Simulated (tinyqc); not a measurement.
Ways to converge the cycle: SCF convergence aids in the 6-311g basis, for H2, spin multiplicity 1. Computed by the program tinyqc with PySCF. 

Geometry (angstrom):
```
atom,x,y,z
H,0.0000,0.0000,0.0000
H,0.0000,0.0000,0.6890
```

lowest restricted solution found by these runs and by PySCF = -1.126616 hartree

RHF with one setting changed at a time; a run stops when the energy changes by less than 1e-09 hartree and the error matrix is below 1e-5. The start is the Wolfsberg-Helmholz matrix. Damping d keeps d of the old density; a shift (hartree) raises the virtual levels; DIIS n extrapolates F over n matrices.

Largest element of the error matrix X^T (FDS - SDF) X:
```
iteration,plain,damping 0.3,damping 0.6,shift 0.4,DIIS 3,DIIS 8
1,4.3e-01,4.3e-01,4.3e-01,4.3e-01,4.3e-01,4.3e-01
2,5.4e-02,1.7e-01,2.8e-01,1.1e-01,5.4e-02,5.4e-02
3,5.7e-03,6.5e-02,1.8e-01,2.5e-02,1.5e-03,1.5e-03
4,7.1e-04,2.5e-02,1.2e-01,8.4e-03,2.1e-04,2.1e-04
5,1.2e-04,9.3e-03,7.7e-02,3.2e-03,1.4e-07,2.0e-07
6,3.1e-05,3.5e-03,5.0e-02,1.6e-03,1.6e-10,8.5e-08
8,1.8e-06,4.8e-04,2.1e-02,3.6e-04,-,-
10,-,6.9e-05,8.7e-03,7.6e-05,-,-
14,-,2.0e-06,1.5e-03,-,-,-
20,-,-,1.0e-04,-,-,-
30,-,-,1.4e-06,-,-,-
```

How each run ends:
```
run,iterations,E (hartree),state
plain,8,-1.12662,lowest found
damping 0.3,19,-1.12662,lowest found
damping 0.6,39,-1.12662,lowest found
shift 0.4,13,-1.12662,lowest found
DIIS 3,6,-1.12662,lowest found
DIIS 8,6,-1.12662,lowest found
```

6 of 6 runs reach the lowest restricted solution found, in 6 to 39 iterations (fastest: DIIS 3, DIIS 8). Plain steps already contract here, so damping only slows them. DIIS 3 and DIIS 8 gain by cancelling the error over several earlier matrices, much as a quasi-Newton step does.
